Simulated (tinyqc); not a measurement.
Worked calculation: tight binding, dimerised chain. One step of it, computed by the program tinyqc.

Problem. Levels at k. Diagonalise the Hermitian matrix.

H(k) at k (eV):
```
                     A                    B
A             0.000000  -2.845653+0.151779i
B  -2.845653-0.151779i             0.000000
```

Give: eigenvalues; weights |c|^2 of the basis functions.

Solution.

eigenvalues (eV): -2.850  2.850

weights |c|^2 of the basis functions:
```
   band 1  band 2
A   0.500   0.500
B   0.500   0.500
```
